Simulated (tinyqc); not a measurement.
# FinFET, parasitic resistance, capacitance and delay: several studies

Nf fins under one contact; each has gated perimeter p = 2 Hf + Wf and cross-section A = Hf Wf; contact width Wc = Nf pf, stack height Hs = Hf. Contact length Lc = CPP - Lg - 2 Lsp, shared by two neighbouring gates. Source and drain sides are equal. The formulas are first-order estimates, not field solutions.

Inputs (values chosen for the exercise); values close to those of silicon logic devices: temperature T = 300 K; number of fins Nf = 2; fin height Hf = 60 nm; fin width Wf = 6 nm; fin pitch pf = 30 nm; contacted gate pitch CPP = 54 nm; gate length Lg = 18 nm; spacer length Lsp = 4 nm; relative permittivity of the spacer ks = 4.5; gate height above the channel stack Hc = 20 nm; contact resistivity rc = 1.3e-9 ohm cm^2; resistivity of the source-drain epitaxy re = 0.0002 ohm cm; current-carrying depth of the epitaxy te = 15 nm; resistivity of the extension rx = 0.00046 ohm cm; gate overlap Lov = 2 nm; inversion capacitance Cinv = 2.6 uF/cm^2; injection velocity vx = 1.3e7 cm/s; apparent mobility mu = 130 cm^2/(V s); threshold at zero drain voltage VT = 0.27 V; barrier lowering dl = 0.04 V/V; subthreshold factor n = 1.09; wire load Cw = 0.26 fF; supply voltage Vdd = 0.65 V.

Constants: q = 1.602176634e-19 C, kB = 1.380649e-23 J/K, eps0 = 8.8541878128e-12 F/m, Vt = kB T/q. Results are converted to the units shown.

Each table varies one quantity; the others keep the values above.

## Effect of the wire load

Epitaxy sheet resistance Rsh = re/te, transfer length LT = sqrt(rc/Rsh), contact Rc = [sqrt(rc Rsh)/Wc] coth(Lc/(2 LT)); extension of one fin Rx = rx Lsp/A. With N fins: gate Cg = Cinv p N Lg; per side, plate Cp = ks eps0 [Wc (Hs + Hc) - N A]/Lsp, top fringe Cf = (2/pi) ks eps0 Wc ln(1 + Lg/(2 Lsp)), overlap Co = Cinv p N Lov. One fin: I = p Q vx u/(1 + |u|^1.8)^(1/1.8), Q = Cinv n Vt ln(1 + exp((Vg' - VT + dl Vd')/(n Vt))), u = Vd' mu/(vx Lg), Vg' = Vgs - v, Vd' = Vds - 2 v, with the drop on each side v = Rc (sum of I) + Rx I. Ieff = [I(Vgs = Vdd, Vds = Vdd/2) + I(Vdd/2, Vdd)]/2, total currents. With Cs = Cp + Cf + Co, the load of an inverter of two such devices driving an equal one is CL = 2 (Cg + 2 Cs) + 4 Cs + Cw (own drains counted twice for the Miller effect); delay CL Vdd/(2 Ieff).

The same in every row: Rc (ohm) = 165.0; Rx/N (ohm) = 25.56; Ieff (uA) = 142.3.

Result of one run:

| Cw (fF) | CL (aF) | delay (ps) |
|---|---|---|
| 2 | 2680 | 6.122 |

What becomes of these results when the wire load Cw is changed from 2 to 0.43 fF, all else the same?

Result of the changed run:

| Cw (fF) | CL (aF) | delay (ps) |
|---|---|---|
| 0.43 | 1110 | 2.536 |

The whole series:

| Cw (fF) | CL (aF) | delay (ps) |
|---|---|---|
| 0.02 | 700.2 | 1.599 |
| 0.043 | 723.2 | 1.652 |
| 0.093 | 773.2 | 1.766 |
| 0.2 | 880.2 | 2.011 |
| 0.43 | 1110 | 2.536 |
| 0.93 | 1610 | 3.678 |
| 2 | 2680 | 6.122 |

As Cw goes from 0.02 to 2 fF, Ieff stays at 142 uA, CL rises from 700 to 2680 aF and the delay rises from 1.60 to 6.12 ps.

## Effect of the supply voltage

Same model as above.

The same in every row: Rc (ohm) = 165.0; Rx/N (ohm) = 25.56; CL (aF) = 940.2.

Results:

| Vdd (V) | Ieff (uA) | delay (ps) |
|---|---|---|
| 0.45 | 53.17 | 3.979 |
| 0.55 | 93.65 | 2.761 |
| 0.75 | 194.6 | 1.812 |
| 0.85 | 248.4 | 1.609 |
| 0.95 | 303.1 | 1.473 |

Estimate the missing row, Vdd = 0.65 V.

Computed row:

| Vdd (V) | Ieff (uA) | delay (ps) |
|---|---|---|
| 0.65 | 142.3 | 2.148 |

With this row back in the table: As Vdd goes from 0.45 to 0.95 V, Ieff rises from 53.2 to 303 uA, CL stays at 940 aF and the delay falls from 3.98 to 1.47 ps.

## Effect of the number of fins

Same model as above.

Effect of the number of fins:

| Nf | Rc (ohm) | Rx/N (ohm) | Ieff (uA) | CL (aF) | delay (ps) |
|---|---|---|---|---|---|
| 1 | 330.0 | 51.11 | 71.14 | 600.1 | 2.742 |
| 2 | 165.0 | 25.56 | 142.3 | 940.2 | 2.148 |
| 3 | 110.0 | 17.04 | 213.4 | 1280 | 1.950 |
| 4 | 82.50 | 12.78 | 284.6 | 1620 | 1.851 |
| 5 | 66.00 | 10.22 | 355.7 | 1960 | 1.791 |
| 6 | 55.00 | 8.519 | 426.8 | 2301 | 1.752 |

As Nf goes from 1 to 6, Ieff rises from 71.1 to 427 uA, CL rises from 600 to 2300 aF and the delay falls from 2.74 to 1.75 ps. From the first row to the last Ieff grows by a factor of 6.00 and CL by 3.83; the first step changes the delay by -22 %, the last by -2.2 %.

Computed by the program tinyqc: `OMP_NUM_THREADS=1 python tinyqc.py 2170005 2170006 out.jsonl`, one thread of a shared Intel Xeon 2.30GHz, about 0.03 s for the whole run.
